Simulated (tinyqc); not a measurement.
Worked calculation: precursor delivery by bubblers, mass-transport growth and the solid composition of a III-V alloy. Computed by tinyqc, a small Python program that keeps every step. Command: `OMP_NUM_THREADS=1 python tinyqc.py 3027441 3027442 out.jsonl movpe_thermo walk`. One thread of a shared host (Intel(R) Xeon(R) Processor @ 2.30GHz), about 0.01 s of CPU time with the checks. Intermediate numbers are printed to about 6 digits and carried at full precision; extremes and crossings named in words are read from the listed rows.

1 sccm = 44.615 micromol/min; 1 torr = 133.322 Pa. The sources decompose fully at the surface.

Inputs (values chosen for the exercise, modelled on triethylgallium (source 1) and trimethylindium (source 2) for the vapour pressures):
```
quantity                                                                                                  value        unit
bath temperature T1                                                                                         280           K
bath temperature T2                                                                                         302           K
bubbler pressure p_b                                                                                       1400        torr
carrier flow F1                                                                                              50        sccm
carrier flow F2                                                                                             260        sccm
total flow F_t                                                                                              5.1         slm
group-V flow F_V                                                                                             42        sccm
reactor pressure p                                                                                          200        torr
growth temperature T                                                                                        920           K
diffusivity at 273 K and 760 torr                                                                          0.32      cm^2/s
flow cross-section A                                                                                         66        cm^2
distance from the leading edge z                                                                            7.9          cm
lattice constant a                                                                                         5.97    angstrom
interaction L0 of the solid                                                                                6.66      kJ/mol
log10 of p_B,eq over pure BC at 1000 K and 1 torr of group V (exaggerated: liquid indium has about -4.1)   -2.8  log10 torr
enthalpy of that equilibrium H                                                                              318      kJ/mol
```

Alloy: mixing on the group-III sites, with desorption of B.

constants a, b of source 1 (log10 torr, K): 8.058  2162

constants a, b of source 2 (log10 torr, K): 10.49  3014

Constants: k_B = 1.380649e-23 J/K; R = 8.314462618 J/(mol K).

## Bubblers

log10 p_v = a - b/T_bath; molar flow = F x 44.615 x p_v/(p_b - p_v) for a saturated bubbler.

vapour pressure 1 = 2.17056 torr

molar flow 1 = 3.46392 micromol/min

vapour pressure 2 = 3.23495 torr

molar flow 2 = 26.8657 micromol/min

One kelvin of bath error changes flow 1 by 6.4 % and flow 2 by 7.6 %.

## Partial pressures in the reactor

p_i = p n_i/(44615 F_t), F_t in slm; p_V = p F_V/(1000 F_t), counted per molecule supplied; V/III = 44.615 F_V/(n1 + n2); vapour fraction of source 2 = n2/(n1 + n2).

p_1 = 0.00304472 torr

p_2 = 0.0236144 torr

p_V = 1.64706 torr

V/III ratio = 61.7821

vapour fraction of source 2 = 0.885791

## Mass transport

Mean velocity u = (F_t/A)(760/p)(T/273); D = D0 (T/273)^1.75 (760/p); boundary layer delta = sqrt(pi D z/u); flux = D dp/(delta k_B T); growth rate = flux x a^3/4.

velocity u = 16.4924 cm/s

D = 10.1924 cm^2/s

boundary layer delta = 3.91639 cm

growth rate per torr of group III = 52.3104 micrometre/(h torr)

Caution: the boundary layer is a quarter or more of the root of the cross-section, so it fills much of the channel and depletion along the flow matters.

## Solid composition

A sticks fully. B desorbs: its surface pressure is p_B* = x gamma_B K/sqrt(p_V), ln gamma_B = L0 (1 - x)^2/(R T), K = 10^(log10 K at 1000 K) exp[-(H/R)(1/T - 1/1000)], p_V in torr. With equal diffusivities x = (p_2 - p_B*)/(p_1 + p_2 - p_B*). Growth rate = rate per torr x p_1/(1 - x).

K/sqrt(p_V) = 4.43887e-05 torr

solid fraction x = 0.885620

share of B incorporated, 1 - p_B*/p_2 = 0.998316

growth rate = 1.39247 micrometre/h

Desorption is negligible: the solid copies the vapour.

## Incorporation against temperature

A sticks fully. B desorbs: its surface pressure is p_B* = x gamma_B K/sqrt(p_V), ln gamma_B = L0 (1 - x)^2/(R T), K = 10^(log10 K at 1000 K) exp[-(H/R)(1/T - 1/1000)], p_V in torr. With equal diffusivities x = (p_2 - p_B*)/(p_1 + p_2 - p_B*).

At fixed flows:
```
T (K)  K/sqrt(p_V) (torr)         x  share of B incorporated, 1 - p_B*/p_2
930           6.94078e-05  0.885524                            9.97368e-01
975           4.63170e-04  0.883989                            9.82469e-01
1017          2.34045e-03  0.876149                            9.12108e-01
1048          7.11905e-03  0.851438                            7.38950e-01
1084          2.39216e-02  0.671366                            2.63401e-01
1118          6.99502e-02  0.208110                            3.38842e-02
1159          2.34620e-01  0.053815                            7.33319e-03
1219          1.19062e+00  0.010407                            1.35599e-03
```

x equals the vapour fraction 0.886 while gamma_B K/sqrt(p_V) is small against p_1 + p_2 = 0.027 torr and falls once it is not. Between the last rows the apparent energy R d ln x/d(1/T) is 322 kJ/mol, against H = 318.

Checks made by the program: the sensitivity to the bath against a difference (relative difference below 1e-10).
